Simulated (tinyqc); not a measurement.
What each parameter does: nanosheet or nanowire with hard walls, valleys of the Si type.

Six ellipsoidal valleys along the cube axes: inverse mass tensor w = 1/mt + (1/ml - 1/mt) a a^T with a the unit axis. Device axes: x along the channel, z = [001], y = z x x.

Hard walls around a W x H rectangle. The block w_c of w in (y, z) confines; the transport mass follows from 1/m_x = w_xx - w_xc w_c^-1 w_cx. The cross-section problem c (w_yy ky^2 + 2 w_yz ky kz + w_zz kz^2), c = hbar^2/2m0, is solved in products sin(n pi y/W) sin(l pi z/H), n, l = 1 to 12; if w_yz = 0 the levels are c pi^2 (w_yy n^2/W^2 + w_zz l^2/H^2). The w_yz term couples (n, l) to (n', l') by -2 c w_yz D_nn'(W) D_ll'(H) with D_nm(L) = 4 n m/(L (n^2 - m^2)) for n + m odd and 0 otherwise.

Without degeneracy the line density is N1 exp((EF - Ec)/kB T) with N1 = sum 2 g sqrt(m_x kB T/(4 pi c)) exp(-E/kB T), here over n, l up to 80 where w_yz = 0 and over all levels of a 12 x 12 sine basis otherwise; the classical value is W H Nc with Nc = 2 g_all (m_dos kB T/(4 pi c))^(3/2), m_dos = (ml mt^2)^(1/3); dVt = kB T ln(W H Nc/N1).

Constants: hbar^2/2m0 = 3.80998211 eV angstrom^2; kB = 8.617333262e-05 eV/K.

Values chosen for the exercise (near those of Si; not measured data):
- ml = 0.929 m0 (longitudinal mass)
- mt = 0.192 m0 (transverse mass)
- T = 300 K (temperature)
- g_all = 6 (number of valleys)
- channel = 100 (transport direction x on a (001) wafer)
- W = 80 angstrom (width, along y)
- H = 78 angstrom (height, along z = [001])

E1 and E2 are the two lowest subband edges over all groups.

Results for these values:
```
case,E1 (eV),E2 - E1 (meV),m_x of lowest (m0),dVt (mV)
base,0.0373,1.3,0.192,38.1
```

What happens to each result for ml = 1.022 m0, all else kept?

Answer: E1 falls from 0.0373 to 0.0366; E2 - E1 does not change at the printed digits; m_x of lowest does not change at the printed digits; dVt falls from 38.1 to 37.7.

The same for each parameter in turn:
```
case,E1 (eV),E2 - E1 (meV),m_x of lowest (m0),dVt (mV)
base,0.0373,1.3,0.192,38.1
W = 70 angstrom,0.0405,6.2,0.192,42.5
H = 86 angstrom,0.0328,3.3,0.192,35.4
T = 350 K,0.0373,1.3,0.192,39.6
ml = 1.022 m0,0.0366,1.3,0.192,37.7
mt = 0.173 m0,0.0406,1.4,0.173,40.9
```

Computed by tinyqc, a small Python program: `OMP_NUM_THREADS=1 python tinyqc.py 1282330 1282331 out.jsonl` (the numbers bound the seed that draws the inputs); one thread of a shared host (Intel(R) Xeon(R) Processor @ 2.30GHz), about 0.03 s for the whole set of steps.
